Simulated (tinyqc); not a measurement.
Well width for a wanted wavelength.

Problem. The layer is x parts of the first compound and 1 - x of the second, grown coherently on the third as substrate and barrier. Rows of the table: lattice constant a, average valence level Ea on an absolute scale, spin-orbit splitting so, gaps at Gamma, X and L, hydrostatic deformation potentials av and ac (Gamma), shear potential b, elastic constants, electron and heavy-hole (along z) masses. All are interpolated linearly in x; gaps get -C x (1 - x), taken wholly in the conduction band; real line-ups can differ from this model by 0.1 eV or more. In-plane strain e = (a_substrate - a)/a, e_z = -2 (c12/c11) e, volume change 2 e + e_z. With v = 2 e + e_z and d = 2 b (e_z - e): Eav = Ea + av v; E_hh = Eav + so/3 - d/2; E_lh = Eav - so/6 + d/4 + sqrt(so^2 + so d + 9 d^2/4)/2; E_c = Ea + so/3 + EG + ac v (Gamma). Substrate: E_v = Ea + so/3, E_c = E_v + EG. Well depths: dEc = E_c(substrate) - E_c, dEhh = E_hh - E_v(substrate), dElh likewise; strained Gamma gap E_c - max(E_hh, E_lh); positive values confine carriers in the layer. Lowest level of a finite well of width Lw and depth V: kw Lw/2 = arctan(sqrt((mw/mb)(V - E)/E)), kw = sqrt(mw E/C), C = hbar^2/(2 m0), for electrons (dEc) and heavy holes (dEhh), mb from the substrate; transition E_c - E_hh + both levels, without exciton binding; wavelength h c/E. Find Lw and the two levels.

Values chosen for this exercise: fraction of the first compound in the layer x = 0.44; bowing of the Gamma gap CG = 1.43 eV; bowing of the X gap CX = 1.2 eV; bowing of the L gap CL = 1.2 eV.

Constants: q = 1.602176634e-19 C, hbar = 1.054571817e-34 J s, h = 6.62607015e-34 J s, m0 = 9.1093837015e-31 kg, c = 299792458 m/s, hbar^2/(2 m0) = 0.0380998212 eV nm^2. Results are converted to the units shown.

Binary compounds, values chosen for the exercise:
```
,close to GaSb,close to GaAs,close to InP
a (angstrom),6.096,5.653,5.869
Ea (eV),-6.25,-6.92,-7.04
so (eV),0.765,0.343,0.109
EG (eV),0.723,1.41,1.35
EX (eV),1.03,1.91,2.19
EL (eV),0.801,1.69,1.91
av (eV),0.786,1.17,1.27
ac (eV),-6.87,-7.26,-5.02
b (eV),-2.03,-1.69,-1.7
c11 (GPa),87.8,120,102
c12 (GPa),40.4,53.9,56.3
me (m0),0.0395,0.0677,0.0803
mh (m0),0.254,0.354,0.523
```

wavelength = 1643.8282 nm

Answer. Both levels fall steadily as the well widens, so the wavelength rises steadily and one width matches.

Lw = 14.80 nm
electron level = 13.40 meV
heavy-hole level = 4.719 meV

Computed by the program tinyqc: `OMP_NUM_THREADS=1 python tinyqc.py 2690112 2690113 out.jsonl`, one thread of a shared Intel Xeon 2.30GHz, about 0.01 s for the whole run.
